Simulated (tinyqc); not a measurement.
Finite-difference solution of the diffusion equation on a small grid: one step, computed by the program tinyqc.

dC/dt = D d2C/dx2 on nodes x_j = j dx, j = 0..11; the far end is sealed.

Task: Amplification factors. The mode of M with eigenvalue mu has its amplitude multiplied per step by g = (1 + (1 - theta) r mu)/(1 - theta r mu), with theta = 0 explicit, 1 implicit, 1/2 Crank-Nicolson; the explicit scheme is stable for r up to 2/|mu_min|.

Boundary at x = 0: fixed surface value. Scheme: explicit.

operator M:
```
,0,1,2,3,4,5,6,7,8,9,10,11
0,0,0,0,0,0,0,0,0,0,0,0,0
1,1,-2,1,0,0,0,0,0,0,0,0,0
2,0,1,-2,1,0,0,0,0,0,0,0,0
3,0,0,1,-2,1,0,0,0,0,0,0,0
4,0,0,0,1,-2,1,0,0,0,0,0,0
5,0,0,0,0,1,-2,1,0,0,0,0,0
6,0,0,0,0,0,1,-2,1,0,0,0,0
7,0,0,0,0,0,0,1,-2,1,0,0,0
8,0,0,0,0,0,0,0,1,-2,1,0,0
9,0,0,0,0,0,0,0,0,1,-2,1,0
10,0,0,0,0,0,0,0,0,0,1,-2,1
11,0,0,0,0,0,0,0,0,0,0,2,-2
```

mesh ratio r = 0.10944

Give: eigenvalues mu of M; factors g; largest stable r of the explicit scheme.

Result:

eigenvalues mu of M: [-3.9796, -3.8193, -3.5115, -3.0813, -2.5635, -2.0000, -1.4365, -0.9187, -0.4885, -0.1807, -0.0204, 0.0000]

factors g: [0.5645, 0.5820, 0.6157, 0.6628, 0.7195, 0.7811, 0.8428, 0.8995, 0.9465, 0.9802, 0.9978, 1.0000]

largest stable r of the explicit scheme = 0.50256

The smallest factor is 0.564: no mode changes sign, and all decay but one with mu = 0 where there is such a mode.
